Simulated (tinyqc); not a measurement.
# From pH1 back to dG_f of the cation

Model: potential-pH (Pourbaix) lines of a metal, its cation, its oxide and an oxyanion, with a complexing ligand. Computed by tinyqc, a small Python program. Command: `OMP_NUM_THREADS=1 python tinyqc.py 3024753 3024754 out.jsonl pourb inv`. One thread of a shared host (Intel(R) Xeon(R) Processor @ 2.30GHz), about 0.01 s of CPU time with the checks.

Potentials are against the standard hydrogen electrode; solids and water have unit activity; dG_f of M, H+ and the electron is zero; F = e N_A and s = R T ln(10)/F. The cation carries z = 3.

Inputs (values chosen for the exercise, modelled on gallium):
```
quantity                             value    unit
dG_f of the oxide                  -999.28  kJ/mol
dG_f of the oxyanion               -536.88  kJ/mol
dG_f of water                      -237.14  kJ/mol
temperature T                       298.15       K
log10 of the dissolved activity a       -3       -
```

Species: M, M3+, M2O3, MO2(-).

Constants: R = 8.314462618 J/(mol K); e = 1.602176634e-19 C; N_A = 6.02214076e+23 1/mol.

Method. M3+ + 3e = M; (1/2) M2O3 + 3H+ + 3e = M + (3/2) H2O; MO2(-) + 4H+ + 3e = M + 2H2O. For each, E0 = -dG/(z F), and E = E0 + (s/z) log10 a - (s n_H/z) pH, with no activity term for the oxide. Two oxidised species coexist where their lines against the metal cross: pH1 (cation/oxide) = [E0(oxide) - E0(cation)]/s - (log10 a)/z; pH2 (oxide/oxyanion) = {[E0(oxyanion) - E0(oxide)]/s + (log10 a)/z}/(4/z - 1).

Problem. A run gave the result below. Find the dG_f of the cation, known to lie between -180 and -100 kJ/mol.

pH1 = 1.255197

Solution.

Each step takes the trial c = (a f_b - b f_a)/(f_b - f_a), f being the result less the target; c replaces end b, the old b replaces a if the sign of f changed, and otherwise f_a is halved.

Scan of the range:
```
dG_f of the cation (kJ/mol)       pH1
-180                          3.10640
-167                          2.34723
-153                          1.52967
-140                          0.77050
-127                          0.01133
-113                         -0.80623
-100                         -1.56540
```

False position (Illinois rule) inside the bracket:
```
step  end a  end b     trial      pH1
1      -153   -140  -148.300  1.25520
```

pH1 falls at every point of a 13-point scan of the range (every second point is shown), so one value fits; it is bracketed by -153 and -140. The scan shows a straight line, so linear interpolation between any two rows gives the answer at once. Answer: dG_f of the cation = -148.3 kJ/mol.
